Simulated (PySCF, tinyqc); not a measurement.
FCI on RHF in the sto-3g basis, for H3-, spin multiplicity 1, step by step. The basis has no diffuse functions, so it cannot describe the extra electron: this is an exercise in the method, not the real anion. The lowest restricted solution is unstable here: a spin-polarised one lies 0.1376 hartree lower (PySCF). Computed by tinyqc, a small Python program that keeps every step (integrals from PySCF). Settings: charge = -1, multiplicity = 1, basis = sto-3g, method = RHF, energy threshold = 1e-10, iteration cap = 76, orthogonalisation = symmetric, start = Wolfsberg-Helmholz matrix, DIIS depth = 6, ci = FCI. Command: `OMP_NUM_THREADS=1 python tinyqc.py 27612 27613 out.jsonl` (the two numbers bound the seeds that draw the settings). One thread of a shared host (Intel(R) Xeon(R) Processor @ 2.60GHz), about 0.1 s of CPU time with the checks. The early iterations of the SCF are left out here.

## One-electron integrals

Geometry (angstrom):
```
atom         x         y         z
H     0.000000  0.000000  0.000000
H     0.000000  0.000000  1.221000
H     0.000000  1.163000  0.611000
```

Basis sto-3g: exponents (1/bohr^2) and contraction coefficients of normalised primitives:
```
element  l (shell)  exponent  coefficient
H            s (1)  3.425251     0.154329
H            s (1)  0.623914     0.535328
H            s (1)  0.168855     0.444635
```

Overlap, kinetic and nuclear-attraction integrals over the contracted functions; the nuclear repulsion is the sum of Za Zb / Rab.

nuclear repulsion = 1.23914862 hartree

overlap S, order 1H 1s, 2H 1s, 3H 1s:
```
[[1.000000, 0.376576, 0.332840],
 [0.376576, 1.000000, 0.333050],
 [0.332840, 0.333050, 1.000000]]
```

kinetic energy T (hartree), order 1H 1s, 2H 1s, 3H 1s:
```
[[0.760032, 0.048342, 0.031551],
 [0.048342, 0.760032, 0.031624],
 [0.031551, 0.031624, 0.760032]]
```

nuclear attraction V (hartree), order 1H 1s, 2H 1s, 3H 1s:
```
[[-2.053706, -0.708139, -0.615338],
 [-0.708139, -2.053840, -0.615771],
 [-0.615338, -0.615771, -2.025253]]
```

core Hamiltonian H = T + V (hartree), order 1H 1s, 2H 1s, 3H 1s:
```
[[-1.293674, -0.659797, -0.583787],
 [-0.659797, -1.293808, -0.584147],
 [-0.583787, -0.584147, -1.265221]]
```

## Two-electron integrals

Functions are numbered as in S; the eight-fold symmetry (ij|kl) = (ji|kl) = (kl|ij) leaves the list below.

Two-electron integrals (ij|kl) in chemists' order, unique and non-zero (hartree):
```
(11|11) 0.774606   (21|11) 0.219229   (21|21) 0.085937   (22|11) 0.412139
(22|21) 0.219229   (22|22) 0.774606   (31|11) 0.188433   (31|21) 0.064739
(31|22) 0.142970   (31|31) 0.065642   (32|11) 0.143028   (32|21) 0.064776
(32|22) 0.188578   (32|31) 0.057725   (32|32) 0.065732   (33|11) 0.388104
(33|21) 0.155158   (33|22) 0.388219   (33|31) 0.188433   (33|32) 0.188578
(33|33) 0.774606
```

## Orthogonalisation

S = U s U^T; symmetric (Loewdin) form X = U s^(-1/2) U^T, so that X^T S X = 1.

eigenvalues of S: [0.623424, 0.681182, 1.695394]

X, order 1H 1s, 2H 1s, 3H 1s:
```
[[1.086950, -0.179525, -0.145548],
 [-0.179525, 1.087017, -0.145715],
 [-0.145548, -0.145715, 1.072174]]
```

## Iteration 5 (converged): orbitals

converged F (hartree), order 1H 1s, 2H 1s, 3H 1s:
```
[[0.161781, -0.265265, -0.110042],
 [-0.265265, 0.162060, -0.109510],
 [-0.110042, -0.109510, 0.274763]]
```

Diagonalise F' = X^T F X, C = X C', fill 2 alpha and 2 beta electrons from the bottom; D = 2 C_occ C_occ^T. Each column has its largest component positive (the first on a tie).

F' = X^T F X (hartree):
```
[[0.334802, -0.350321, -0.140968],
 [-0.350321, 0.335005, -0.140448],
 [-0.140968, -0.140448, 0.380035]]
```

orbital energies (hartree): [-0.098215, 0.462831, 0.685225]

coefficients C, order 1H 1s, 2H 1s, 3H 1s:
```
[[0.536767, -0.379663, 0.895886],
 [0.536210, -0.382254, -0.895226],
 [0.221732, 1.069021, -0.001392]]
```

D after iteration 5, order 1H 1s, 2H 1s, 3H 1s:
```
[[0.864525, 0.865894, -0.573699],
 [0.865894, 0.867277, -0.579485],
 [-0.573699, -0.579485, 2.383943]]
```

## Convergence

Stop when the energy changes by less than 1e-10 hartree and every element of the error matrix X^T (F D S - S D F) X is below 3e-06.

Course of the cycle:
```
iteration  E (hartree)     change  largest element of the error matrix
1          -0.92248817          -                             7.65e-04
2          -0.92249013  -1.95e-06                             5.64e-04
3          -0.92249306  -2.93e-06                             7.82e-04
4          -0.92248663   6.43e-06                             1.94e-07
5          -0.92248663   4.12e-13                             2.86e-11
```

PySCF RHF in the same basis = -0.92248663 hartree

Converged in 5 iterations.

## Integrals over molecular orbitals

(pq|rs) = sum C_ip C_jq C_kr C_ls (ij|kl), one index at a time.

one-electron integrals over orbitals h = C^T H C (hartree):
```
[[-1.464604, -0.072551, 0.000305],
 [-0.072551, -1.061648, 0.000170],
 [0.000305, 0.000170, -1.016875]]
```

Two-electron integrals over orbitals (pq|rs), unique and non-zero (hartree):
```
(11|11) 0.552076    (21|11) -0.046771   (21|21) 0.087120    (22|11) 0.450717
(22|21) 0.119322    (22|22) 0.710165    (31|11) 0.000166    (31|21) 0.000083
(31|22) -0.000434   (31|31) 0.185336    (32|11) 0.000122    (32|21) -0.000396
(32|22) -0.000331   (32|31) -0.080104   (32|32) 0.039521    (33|11) 0.564000
(33|21) -0.085666   (33|22) 0.399478    (33|31) 0.000227    (33|32) 0.000268
(33|33) 0.619698
```

## FCI: determinants and Hamiltonian

Hartree-Fock energy = -0.92248663 hartree

Slater-Condon rules over spin orbitals, with the nuclear repulsion added and E(HF) subtracted on the diagonal.

Occupation strings over the orbitals (2 doubly, a alpha, b beta, 0 empty; spin orbitals ordered 1a 1b 2a 2b ...): 220 2ab a2b 2ba b2a 202 ab2 ba2 022

H - E(HF) between determinants (hartree), order 220, 2ab, a2b, 2ba, b2a, 202, ab2, ba2, 022:
```
[[0.000000, 0.000000, 0.000000, 0.000000, 0.000000, 0.039521, 0.080104, -0.080104, 0.185336],
 [0.000000, -0.137564, 0.005562, -0.039521, 0.080104, 0.000599, -0.000396, 0.000661, -0.000083],
 [0.000000, 0.005562, 0.404776, 0.080104, -0.185336, 0.000396, -0.000146, -0.000083, 0.000061],
 [0.000000, -0.039521, 0.080104, -0.137564, 0.005562, -0.000599, 0.000661, -0.000396, 0.000083],
 [0.000000, 0.080104, -0.185336, 0.005562, 0.404776, -0.000396, -0.000083, -0.000146, -0.000061],
 [0.039521, 0.000599, 0.000396, -0.000599, -0.000396, 0.255778, -0.210549, 0.210549, 0.087120],
 [0.080104, -0.000396, -0.000146, 0.000661, -0.000083, -0.210549, 0.374148, -0.087120, -0.044456],
 [-0.080104, 0.000661, -0.000083, -0.000396, -0.000146, 0.210549, -0.087120, 0.374148, 0.044456],
 [0.185336, -0.000083, 0.000061, 0.000083, -0.000061, 0.087120, -0.044456, 0.044456, 0.853326]]
```

## FCI: roots

Diagonalise (each vector has its largest component positive (the first on a tie)); all determinants have Ms = 0, so triplets appear too. The lowest singlet root is the correlation energy.

lowest roots of this matrix, relative to E(HF) (hartree): [-0.194801, -0.106031, -0.103042, 0.093126, 0.237155, 0.287029, 0.598094, 0.655419]

lowest vectors, order 220, 2ab, a2b, 2ba, b2a, 202, ab2, ba2, 022:
```
[[0.000000, -0.023914, 0.833817, 0.490310],
 [0.692455, 0.702805, 0.019858, 0.000910],
 [-0.143201, 0.075251, 0.002336, -0.000398],
 [0.692455, -0.702805, -0.019858, -0.000910],
 [-0.143201, -0.075251, -0.002336, 0.000398],
 [0.000000, 0.008589, -0.369642, 0.743639],
 [-0.000448, 0.008252, -0.268281, 0.298104],
 [-0.000448, -0.008252, 0.268281, -0.298104],
 [0.000000, 0.004717, -0.152853, -0.169893]]
```

<S^2> of these roots: [2.000000, 0.000000, 0.000000, 0.000000, 2.000000, 2.000000, 0.000000, 0.000000]

weight of the ground state by excitation level 0, 1, 2, ...: [0.000000, 1.000000, 0.000000]

The lowest root is not a singlet, so the reference has no weight in it by spin; the weights shown are those of that root. A root of higher spin lies below E(HF).
